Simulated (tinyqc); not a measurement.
Complex band structure along [001] in sp3s* tight binding: sweeps and comparisons. A value that a table varies takes the place of the one given here.

For k = (0, 0, kz) the phase sums are g0 = cos(phi) and g3 = i sin(phi), phi = kz a/4, and the s, pz, s* orbitals of anion (a) and cation (c) decouple from px, py. With z = exp(i phi), H(z) = H0 + z T + T^T/z for any complex z. H0 is diagonal (Esa, Epa, Exa, Esc, Epc, Exc). The anion-cation block is B(z) = z U + W/z and the cation-anion block z W^T + U^T/z, where U has Vss/2 (s,s), Vsapc/2 (s,z), -Vscpa/2 (z,s), Vxx/2 (z,z), Vxapc/2 (s*,z), -Vpaxc/2 (z,s*), and W has the same values with the s-z and s*-z signs reversed. |z| = 1 is a band state, |z| < 1 decays along [001] as exp(-kappa d) over a distance d, kappa = -(4/a) ln|z|. No spin-orbit coupling.

Constants: hbar^2/2m0 = 3.80998211 eV angstrom^2.

Parameters, chosen for this exercise (out of a larger set: near a published set for GaAs, fitted to gaps, whose masses and valley positions are rough (light masses up to twice too heavy); not measured data): p = (-8.245, 1.032, -2.684, 3.679, 8.523, 6.694, -6.415, 1.962, 5.019, 4.447, 5.717, 4.82, 4.849) eV (order Esa, Epa, Esc, Epc, Exa, Exc, Vss, Vxx, Vxy, Vsapc, Vscpa, Vxapc, Vpaxc); a = 5.657 angstrom (lattice constant); dE = 0.25 eV (E - Ev).

## Decay across the direct gap

Ev = -0.01116 eV
EG (direct gap) = 1.53833 eV

masses of this model, from the curvature at Gamma (m0): m_lh 0.09007, m_e 0.12080

kappa of the imaginary branch at Gamma against three formulas: parabolic from the valence edge, sqrt(m_lh E/c); parabolic from the conduction edge, sqrt(m_e (EG - E)/c); two-band (Franz), sqrt(m E (1 - E/EG)/c) with m = 2 m_lh m_e/(m_lh + m_e). E from Ev; c = hbar^2/2m0.

kappa (1/angstrom):
```
E/EG  E (eV)  tight binding  parabolic, valence  parabolic, conduction  two-band
0.05  0.0769         0.0418              0.0426                 0.2153    0.0445
0.15  0.2307         0.0691              0.0739                 0.2036    0.0729
0.25  0.3846         0.0847              0.0953                 0.1913    0.0884
0.35  0.5384         0.0944              0.1128                 0.1781    0.0974
0.50  0.7692         0.1009              0.1348                 0.1562    0.1021
0.65  0.9999         0.0984              0.1537                 0.1307    0.0974
0.75  1.1537         0.0909              0.1651                 0.1104    0.0884
0.85  1.3076         0.0763              0.1758                 0.0855    0.0729
0.95  1.4614         0.0476              0.1859                 0.0494    0.0445
```

What can be read from the table?

The branch joins the light-hole and conduction bands and peaks, among these rows, at E/EG = 0.50 with kappa = 0.1009 1/angstrom. At mid-gap the parabola from the conduction edge is +55 % off and the two-band form +1.2 %; over 5 nm the parabola would misstate exp(-2 kappa d) by a factor 252.

## Band-to-band tunnelling in a uniform field

WKB at zero transverse momentum: T = exp(-2 I/(eF)), I = integral of kappa dE across the direct gap (8 Gauss-Legendre points in theta, E = EG sin^2 theta, 0 to pi/2); 1 MV/cm = 0.01 V/angstrom. The two-band form gives I = (pi/8) sqrt(m/c) EG^(3/2) with m = 2 m_lh m_e/(m_lh + m_e).

Tunnelling:
```
F (MV/cm)  path EG/eF (angstrom)  exponent 2I/eF  T, tight binding  T, two-band
0.50                       307.7          48.980          5.35e-22     3.79e-22
0.75                       205.1          32.653          6.59e-15     5.24e-15
1.00                       153.8          24.490          2.31e-11     1.95e-11
1.50                       102.6          16.327          8.12e-08     7.24e-08
2.00                        76.9          12.245          4.81e-06     4.41e-06
3.00                        51.3           8.163          0.000285     0.000269
4.00                        38.5           6.123           0.00219      0.00210
```

I, tight binding = 0.122450 eV/angstrom
I, two-band = 0.123311 eV/angstrom

How do the results move?

The two-band integral is +0.70 % from the tight-binding one, which makes the two-band T 0.7087 times the other at 0.5 MV/cm and 0.9579 times at 4 MV/cm. Doubling the field from 1 to 2 MV/cm halves the exponent and raises T by a factor 2.08e+05.

## Energy and lattice constant

The slowest root of the s-pz block and the heavy-hole branch, sinh^2(kappa a/4) = ((E - Epa)(E - Epc) - Vxx^2)/(Vxx^2 - Vxy^2), at E = Ev + dE with Ev the lower root of [[Epa, Vxx], [Vxx, Epc]]; the couplings are kept when a changes. Each row changes one parameter from the base and keeps the others.

Results:
```
case                slowest kappa (1/angstrom)  heavy-hole kappa (1/angstrom)
base                                    0.0715                         0.1607
dE = 0.22 eV                            0.0677                         0.1514
a = 5.827 angstrom                      0.0694                         0.1560
```

What does this show?

The largest shifts from the base row, up to three for each result and ties (the steps differ in size, so this ranks the rows, not the parameters). slowest kappa (1/angstrom): dE -0.0038, a -0.0021. heavy-hole kappa (1/angstrom): dE -0.0093, a -0.0047. With the couplings fixed, kappa a stays, so kappa scales as 1/a.

Run: tinyqc, `OMP_NUM_THREADS=1 python tinyqc.py 1450833 1450834 out.jsonl`; Intel(R) Xeon(R) Processor @ 2.30GHz, one thread, shared host; about 0.01 s of CPU time with all checks.
